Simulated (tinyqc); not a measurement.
# MOSFET in saturation, small-signal circuit and noise: what changes with what

Bias by the inversion coefficient IC = I/Ispec (charge-based model with velocity saturation; weak inversion below 0.1, strong above 10). Common-source circuit: gm, gds, Cgs, Cgd and Cj at the inner nodes, Rg in series with the gate; quasi-static, no source or drain resistance, no gate-body capacitance, no substrate network, no induced gate noise, so fmax is an upper estimate.

Values chosen for this exercise:
- T = 300 K (temperature)
- L = 65 nm (gate length)
- W = 10 um (total gate width)
- Cox = 1.67 uF/cm^2 (gate capacitance)
- mu = 150 cm^2/(V s) (mobility)
- n = 1.42 (slope factor)
- Ls = 10 nm (velocity-saturation length)
- sg = 0.063 (ratio gds/gm)
- Cov = 0.3 fF/um (overlap and fringe capacitance per side)
- Cj = 0.65 fF/um (drain junction capacitance)
- Rsh = 10 ohm (sheet resistance of the gate)
- Wf = 1 um (finger width)
- Rc = 200 ohm um (gate contact and vertical resistance)
- IC = 0.06 (inversion coefficient)
- gw = 0.1 (short-channel excess of the noise factor)
- Nt = 1.7e18 cm^-3 eV^-1 (oxide trap density)
- lt = 0.1 nm (tunnelling length into the oxide)
- ac = 1000 V s/C (Coulomb scattering coefficient)

Constants: q = 1.602176634e-19 C, kB = 1.380649e-23 J/K, Vt = kB T/q. Results are converted to the units shown.

Each table varies one quantity; the others keep the values above.

## Effect of the overlap and fringe capacitance per side on speed and noise

Ispec = 2 n mu Cox (W/L) Vt^2, lc = Ls/L, gms = [sqrt((lc IC + 1)^2 + 4 IC) - 1]/[2 + lc (lc IC + 1)], gm = gms Ispec/(n Vt), gds = sg gm. qs = [sqrt(1 + 4 IC) - 1]/2, Cgs = Cox W L qs (2 qs + 3)/(3 (qs + 1)^2) + Cov W, Cgd = Cov W, Cd = Cj W, Rg = Rsh (Wf/L)/(12 Nf) + Rc/W with Nf = W/Wf fingers (not rounded) contacted at both ends. fT = gm/(2 pi (Cgs + Cgd)), fmax = fT/(2 sqrt(Rg (gds + 2 pi fT Cgd))). Channel noise Sid = 4 kB T gam n gm with gam = (1/2 + (2/3) qs)/(1 + qs) + gw lc IC, qs = [sqrt(1 + 4 IC) - 1]/2, lc = Ls/L (the last term an empirical rise with velocity saturation); at the gate, white noise Sw = Sid/gm^2 + 4 kB T Rg. Number fluctuation with correlated mobility: S(f) = K/f, K = q^2 Vt lt Nt/(W L Cox^2) (1 + ac mu Cox I/gm)^2, Vt in eV with Nt per eV. Corner fc = K/Sw. IC is held fixed.

The same in every row: I (uA) = 4.389; Rg (ohm) = 21.28; sqrt(Sw) (nV/Hz^0.5) = 10.34; fc (MHz) = 5.939.

Results:
```
Cov (fF/um),fT (GHz),fmax (GHz)
0.05,11.40,188.6
0.15,5.018,73.75
0.35,2.368,33.36
0.45,1.873,26.20
0.55,1.549,21.56
0.65,1.321,18.32
```

Estimate the missing row, Cov = 0.25 fF/um.

Computed row:
```
Cov (fF/um),fT (GHz),fmax (GHz)
0.25,3.217,45.93
```

With this row back in the table: As Cov goes from 0.05 to 0.65 fF/um, fT falls from 11.4 to 1.32 GHz, fmax falls from 189 to 18.3 GHz, the white noise stays at 10.3 nV/Hz^0.5 and the corner stays at 5.94 MHz. In every row fmax exceeds 4 fT, where channel resistance and substrate losses, left out here, would cap it.

## Gains against frequency

Inner admittances at w = 2 pi f: y11 = i w (Cgs + Cgd), y12 = -i w Cgd, y21 = gm - i w Cgd, y22 = gds + i w (Cgd + Cd). Invert to Z, add Rg to Z11 and invert back to Y. |h21| = |Y21/Y11|; U = |Y21 - Y12|^2/(4 [Re Y11 Re Y22 - Re Y12 Re Y21]). MSG = |Y21/Y12|; stability factor k = [2 Re Y11 Re Y22 - Re(Y12 Y21)]/|Y12 Y21|.

The same in every row: f sqrt(U) (GHz) = 38.65.

Gains against frequency:
```
f (GHz),|h21| (dB),U (dB),MSG (dB),k
0.027,40.09,63.12,23.45,0.004572
0.051,34.57,57.59,20.69,0.008635
0.095,29.16,52.19,17.99,0.01608
0.18,23.61,46.64,15.21,0.03046
0.33,18.36,41.37,12.59,0.05579
0.62,12.91,35.90,9.864,0.1044
1.2,7.304,30.16,7.058,0.1992
2.2,2.420,24.89,4.616,0.3496
```

Over the table |h21| falls by 19.7 dB a decade, U by 20.0 and MSG by 9.86. The product f sqrt(U) stays at 38.6 GHz, against fmax = 38.6 GHz from the formula. k stays below one in all rows, so the device is only conditionally stable. In every row fmax exceeds 4 fT, where channel resistance and substrate losses, left out here, would cap it.

## Effect of the finger width on speed and noise

Same model as above.

Corner fc = K/Sw. IC is held fixed.

The same in every row: I (uA) = 4.389; fT (GHz) = 2.728.

Effect of the finger width on speed and noise:
```
Wf (um),Rg (ohm),fmax (GHz),sqrt(Sw) (nV/Hz^0.5),fc (MHz)
0.25,20.08,39.79,10.34,5.940
0.5,20.32,39.55,10.34,5.940
1,21.28,38.65,10.34,5.939
2,25.13,35.57,10.34,5.936
4,40.51,28.01,10.35,5.922
8,102.1,17.65,10.40,5.866
```

What does the comparison show?

As Wf goes from 0.25 to 8 um, fT stays at 2.73 GHz, fmax falls from 39.8 to 17.6 GHz, the white noise rises from 10.3 to 10.4 nV/Hz^0.5 and the corner falls from 5.94 to 5.87 MHz. The finger width leaves fT alone and acts through Rg, whose sheet part goes as Wf^2. In every row fmax exceeds 4 fT, where channel resistance and substrate losses, left out here, would cap it.

## Effect of the total gate width on speed and noise

Same model as above.

Corner fc = K/Sw. IC is held fixed.

The same in every row: fT (GHz) = 2.7278; fmax (GHz) = 38.649; fc (MHz) = 5.9394.

Effect of the total gate width on speed and noise:
```
W (um),I (uA),Rg (ohm),sqrt(Sw) (nV/Hz^0.5)
2,0.87777,106.41,23.112
4.3,1.8872,49.493,15.762
9.3,4.0816,22.884,10.718
20,8.7777,10.641,7.3087
43,18.872,4.9493,4.9845
93,40.816,2.2884,3.3893
200,87.777,1.0641,2.3112
```

What does the comparison show?

As W goes from 2 to 200 um, fT stays at 2.73 GHz, fmax stays at 38.6 GHz, the white noise falls from 23.1 to 2.31 nV/Hz^0.5 and the corner stays at 5.94 MHz. Current, gm and capacitances scale with W and Rg with 1/W, so the frequencies stay while both noise powers fall as 1/W. In every row fmax exceeds 4 fT, where channel resistance and substrate losses, left out here, would cap it.

tinyqc, about 0.01 s, one thread, Intel Xeon 2.30GHz (shared host): `OMP_NUM_THREADS=1 python tinyqc.py 2150126 2150127 out.jsonl`
